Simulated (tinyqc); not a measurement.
Wannier function of the lower band of a two-orbital chain: one step. The same from overlaps (Marzari-Vanderbilt).

Values chosen for the exercise: xb = 0.66 a (position of B (A at 0)).

Mesh:
```
j  E lower (eV)  E upper (eV)                   u_A                   u_B  |<trial|u>|
0     -1.930619      2.110619             0.6983033             0.7158020     0.911468
1     -1.767880      1.767880  0.7446308-0.0880132i  0.6608725+0.0320342i     0.875696
2     -1.611085      1.431085             0.8130616             0.5821776     0.825151
3     -1.767880      1.767880  0.7446308+0.0880132i  0.6608725-0.0320342i     0.875696
```

Question. b = 2 pi/N; M_j = u_j^+ diag(1, exp(-i b xb)) u_(j+1), with u_N = u_0. Centre = -(1/2 pi) sum arg M_j; gauge-invariant part Omega_I = (1/(N b^2)) sum (1 - |M_j|^2); gauge-dependent part Omega_D = (1/(N b^2)) sum (arg M_j + b centre)^2.

Give: Overlaps; centre from overlaps; Omega_I; Omega_D.

Answer.

Overlaps:
```
j   |M_j|  arg M_j (rad)
0  0.9044        -0.5297
1  0.8301        -0.3302
2  0.8301        -0.3302
3  0.9044        -0.5297
```

centre from overlaps = 0.274 a
Omega_I = 0.0999 a^2
Omega_D = 0.0040 a^2

The centre is the Berry phase over 2 pi and does not depend on the trial orbital (modulo a). Omega_D is 3.9 % of the total; in one dimension a gauge that spreads the phase evenly removes it. The total is 0.1039 a^2, against 0.1167 a^2 (centre 0.278 a) in real space on 96 cells.

Program tinyqc; command `OMP_NUM_THREADS=1 python tinyqc.py 1482699 1482700 out.jsonl`; about 0.3 s on one thread of a shared Intel(R) Xeon(R) Processor @ 2.30GHz.
